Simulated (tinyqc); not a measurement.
Millisecond and nanosecond annealing: surface heating, thermal budget and solid-phase regrowth: one step, computed by the program tinyqc.

A square pulse heats the surface of a thick wafer with constant thermal properties; losses by radiation are neglected and silicon melts at 1414 C.

Question. Peak temperature. Absorbed flux q = (1 - R) fluence/t_p; kappa = k/c. With f(z, t) = (2 q/k) sqrt(kappa t) ierfc(z/(2 sqrt(kappa t))), ierfc(x) = exp(-x^2)/sqrt(pi) - x erfc(x): T = T0 + f(z, t) during the pulse and T0 + f(z, t) - f(z, t - t_p) after it. At the surface the rise at the end of the pulse is 2 q sqrt(t_p/(pi k c)); the fluence that just melts the surface scales with (1414 - T0).

Inputs (values chosen for the exercise, modelled on hot silicon with boron):

| quantity | value | unit |
|---|---|---|
| incident fluence | 49 | J/cm^2 |
| pulse length t_p | 0.013 | s |
| reflectance R | 0.37 | - |
| thermal conductivity k | 0.26 | W/(cm K) |
| heat capacity per volume c | 2.17 | J/(cm^3 K) |
| preheat temperature T0 | 700 | C |
| wafer thickness d | 775 | um |

Source: flash lamp.

Give: absorbed flux q; kappa; thermal length sqrt(kappa t_p); peak temperature; fluence at the melting threshold.

Answer.

absorbed flux q = 2375 W/cm^2

kappa = 0.1198 cm^2/s

thermal length sqrt(kappa t_p) = 394.7 um

peak temperature = 1107 C

fluence at the melting threshold = 86.02 J/cm^2

Caution: heat reaches the back of the wafer, which is no longer thick.
